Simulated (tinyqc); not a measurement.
Plane-wave Kohn-Sham cycle with exchange-only LDA in a layered model solid, step by step. One step of it, computed by the program tinyqc.

Problem. Iteration 1: potential. V_H(G) = 4 pi rho(G)/G^2 for G != 0 (uniform background); v_x = -(3 rho/pi)^(1/3); V = V_ext + V_H + v_x; Fourier components f(G_m) = (1/N) sum_j f(x_j) exp(-i G_m x_j).

A solid whose potential varies along x alone (atomic units):
```
parameter                      value
period a                    9.800000
cross-section of the cell  37.000000
electrons per cell                 2
grid points                       16
plane waves -n..n, n               3
k points                           4
V1 in V1 cos(2 pi x/a)     -0.400000
V2 in V2 cos(4 pi x/a)      0.030000
```

density at the start, on the grid x_j = j a/N (e/bohr^3): 0.00551572  0.00551572  0.00551572  0.00551572  0.00551572  0.00551572  0.00551572  0.00551572  0.00551572  0.00551572  0.00551572  0.00551572  0.00551572  0.00551572  0.00551572  0.00551572

Give: Potentials on the grid; V(G_m), m = 0, 1, 2, ....

Solution.

Potentials on the grid (hartree):
```
x         V_ext     V_H      v_x        V
0.0000  -0.3700  0.0000  -0.1740  -0.5440
0.6125  -0.3483  0.0000  -0.1740  -0.5223
1.2250  -0.2828  0.0000  -0.1740  -0.4568
1.8375  -0.1743  0.0000  -0.1740  -0.3483
2.4500  -0.0300  0.0000  -0.1740  -0.2040
3.0625   0.1319  0.0000  -0.1740  -0.0421
3.6750   0.2828  0.0000  -0.1740   0.1089
4.2875   0.3908  0.0000  -0.1740   0.2168
4.9000   0.4300  0.0000  -0.1740   0.2560
5.5125   0.3908  0.0000  -0.1740   0.2168
6.1250   0.2828  0.0000  -0.1740   0.1089
6.7375   0.1319  0.0000  -0.1740  -0.0421
7.3500  -0.0300  0.0000  -0.1740  -0.2040
7.9625  -0.1743  0.0000  -0.1740  -0.3483
8.5750  -0.2828  0.0000  -0.1740  -0.4568
9.1875  -0.3483  0.0000  -0.1740  -0.5223
```

V(G_m), m = 0, 1, 2, ... (hartree): -0.1740  -0.2000  0.0150  0.0000  0.0000  0.0000  0.0000
